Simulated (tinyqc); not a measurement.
Space-charge-limited current through a thin insulating or semi-insulating film with traps: one step, computed by the program tinyqc.

One ohmic injecting contact at x = 0 (field zero), drift only, non-degenerate free carriers.

Problem. One point of the curve. Free density n_0 = N_c exp(-E_0/k_B T) in equilibrium; trapped density n_t(n) = N_t (n/N_c)^(T/T_c) (the low-temperature form). J = e mu n F and (eps eps_0/e) dF/dx = n - n_0 + n_t(n) - n_t(n_0) = rho(n). With F = J/(e mu n): d = (eps eps_0 J/(e^2 mu)) I_1 and V = (eps eps_0 J^2/(e^3 mu^2)) I_2, I_k = int_(n_L)^infinity dn/(n^(k+1) rho(n)), n_L the density at the anode; with u = n_L/n, 200 Gauss-Legendre points in t, u = 1 - (1 - t)^2. Anode field J/(e mu n_L); Mott-Gurney current (9/8) eps eps_0 mu V^2/d^3; ohmic current e n_0 mu V/d.

Inputs (values chosen for the exercise, modelled on semi-insulating GaAs):
```
quantity                                            value        unit
permittivity eps                                     12.9           -
band mobility mu                                     4300  cm^2/(V s)
effective density of states N_c                   4.4e+17      1/cm^3
trap density N_t                                  4.7e+15      1/cm^3
equilibrium Fermi level below the band edge, E_0     0.79          eV
thickness d                                          1700          nm
free density at the anode, in units of N_c        3.3e-08           -
temperature T                                         300           K
characteristic temperature T_c                        900           K
```

Traps: exponential tail.

Constants: k_B = 8.617333262e-05 eV/K; eps_0 = 8.8541878128e-12 F/m; e = 1.602176634e-19 C.

Give: I_1; I_2; current density J; voltage V; anode field over mean field V/d; trap-free Mott-Gurney current; ohmic current.

Solution.

I_1 = 3.452e-24 cm^6

I_2 = 1.361e-34 cm^9

current density J = 0.004759 A/cm^2

voltage V = 0.04628 V

anode field over mean field V/d = 1.747

trap-free Mott-Gurney current = 2.409 A/cm^2

ohmic current = 4.417e-09 A/cm^2

Caution: V is below 10 k_B T/e, where diffusion from the contact, left out here, dominates.
